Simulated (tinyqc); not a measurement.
Inside a calculation. Method: LDA (PW92) atom on a uniform radial grid, spin-unpolarised, for B(2+). Computed by tinyqc, a small Python program that keeps every step. Settings: Z = 5, points = 192, R = 6.9, functional = lda,pw, mixing = 0.6, iteration cap = 71. Command: `OMP_NUM_THREADS=1 python tinyqc.py 23981 23982 out.jsonl` (the two numbers bound the seeds that draw the settings). One thread of a shared host (Intel(R) Xeon(R) Processor @ 2.60GHz), about 0.2 s of CPU time with the checks. Later iterations appear only in the table of the cycle.

## Iteration 1

Spherical atom on a uniform radial grid r_j = j h with h = R/(N + 1), h sum u^2 = 1 and integrals as h times sums, u(0) = u(R) = 0 (atomic units):
```
parameter           value
Z                       5
points N              192
R                6.900000
h                0.035751
mixing           0.600000
electrons in 1s         2
electrons in 2s         1
```

Three-point differences turn -u''/2 + [l(l+1)/2r^2 - Z/r + V] u = e u into a tridiagonal matrix (diagonal 1/h^2 + potential, off-diagonal -1/2h^2). D = sum f u^2; the Hartree potential y/r solves y'' = -D/r with y(0) = 0, y(R) = N_e; v_xc comes from rho = D/(4 pi r^2); E = sum f e - int D V + int D (V_H/2 + eps_xc); V(new) = V + mixing (V_H + v_xc - V).

eigenvalues (hartree): 1s -12.401708, 2s -3.118784

Every 12th grid point:
```
r             V in     u(1s)      u(2s)         D       V_H       v_xc
0.429016  0.000000  1.126779  -0.079505  2.545584  5.426316  -1.097005
0.858031  0.000000  0.266787  -0.906860  0.964745  3.194648  -0.524386
1.287047  0.000000  0.047375  -0.904141  0.821960  2.268867  -0.388865
1.716062  0.000000  0.007478  -0.613169  0.376088  1.736627  -0.257286
2.145078  0.000000  0.001107  -0.348320  0.121329  1.396562  -0.160099
2.574093  0.000000  0.000157  -0.178452  0.031845  1.165136  -0.096302
3.003109  0.000000  0.000022  -0.085419  0.007296  0.998915  -0.056531
3.432124  0.000000  2.94e-06  -0.038964  0.001518  0.874087  -0.032487
3.861140  0.000000  3.91e-07  -0.017145  0.000294  0.776972  -0.018307
4.290155  0.000000  5.15e-08  -0.007336  0.000054  0.699275  -0.010131
4.719171  0.000000  6.70e-09  -0.003070  0.000009  0.635705  -0.005517
5.148187  0.000000  8.66e-10  -0.001261  1.59e-06  0.582729  -0.002961
5.577202  0.000000  1.11e-10  -0.000509  2.59e-07  0.537904  -0.001568
6.006218  0.000000  1.41e-11  -0.000200  3.99e-08  0.499482  -0.000814
6.435233  0.000000         0  -0.000070  4.89e-09  0.466184  -0.000392
6.864249  0.000000         0  -4.57e-06  2.09e-11  0.437047  -0.000062
```

total energy = -22.50179973 hartree

## Iteration 2

As before.

eigenvalues (hartree): 1s -9.210232, 2s -1.811635

Every 12th grid point:
```
r             V in     u(1s)      u(2s)         D       V_H       v_xc
0.429016  2.597587  1.157108   0.018932  2.678158  5.228253  -1.114798
0.858031  1.602157  0.327034  -0.718295  0.729851  3.088044  -0.481068
1.287047  1.128001  0.072257  -0.882210  0.788736  2.218049  -0.383982
1.716062  0.887604  0.014452  -0.729467  0.532539  1.718406  -0.285873
2.145078  0.741878  0.002737  -0.506384  0.256440  1.391084  -0.200381
2.574093  0.641301  0.000501  -0.318237  0.101275  1.163660  -0.136014
3.003109  0.565430  0.000089  -0.187621  0.035202  0.998544  -0.090504
3.432124  0.504960  0.000016  -0.105832  0.011200  0.873998  -0.059336
3.861140  0.455199  2.73e-06  -0.057801  0.003341  0.776951  -0.038411
4.290155  0.413486  4.69e-07  -0.030800  0.000949  0.699271  -0.024578
4.719171  0.378113  8.00e-08  -0.016091  0.000259  0.635704  -0.015555
5.148187  0.347861  1.36e-08  -0.008260  0.000068  0.582729  -0.009736
5.577202  0.321802  2.29e-09  -0.004153  0.000017  0.537904  -0.006009
6.006218  0.299201  3.83e-10  -0.002001  4.00e-06  0.499482  -0.003605
6.435233  0.279475  6.28e-11  -0.000823  6.78e-07  0.466184  -0.001950
6.864249  0.262191         0  -0.000058  3.33e-09  0.437047  -0.000331
```

total energy = -22.85913529 hartree

## Convergence

Stop when input and output potentials agree to 1e-7.

Course of the cycle (hartree):
```
iteration             E       e(1s)      e(2s)  largest |V(out) - V(in)|
1          -22.50179973  -12.401708  -3.118784                  7.15e+00
2          -22.85913529   -9.210232  -1.811635                  2.31e+00
3          -22.90897973   -8.134607  -1.379582                  7.28e-01
4          -22.91530513   -7.776974  -1.230186                  2.29e-01
5          -22.91609740   -7.659116  -1.177341                  7.26e-02
6          -22.91619913   -7.620540  -1.158468                  2.33e-02
7          -22.91621269   -7.608012  -1.151706                  7.52e-03
8          -22.91621457   -7.603989  -1.149283                  2.42e-03
9          -22.91621484   -7.602719  -1.148417                  8.94e-04
10         -22.91621488   -7.602329  -1.148109                  3.32e-04
11         -22.91621488   -7.602214  -1.148000                  1.23e-04
12         -22.91621488   -7.602183  -1.147962                  4.57e-05
13         -22.91621488   -7.602176  -1.147949                  1.69e-05
14         -22.91621488   -7.602175  -1.147944                  6.39e-06
15         -22.91621488   -7.602176  -1.147943                  2.97e-06
16         -22.91621488   -7.602176  -1.147942                  1.34e-06
17         -22.91621488   -7.602176  -1.147942                  5.89e-07
18         -22.91621488   -7.602177  -1.147942                  2.56e-07
19         -22.91621488   -7.602177  -1.147942                  1.10e-07
20         -22.91621488   -7.602177  -1.147942                  4.70e-08
```

Converged in 20 iterations. A uniform grid resolves the cusp poorly: for a bare nucleus this grid gives 1s at -12.40171 against -Z^2/2 = -12.5 hartree. Before convergence this energy mixes input and output and is not variational, so it may rise towards its limit.
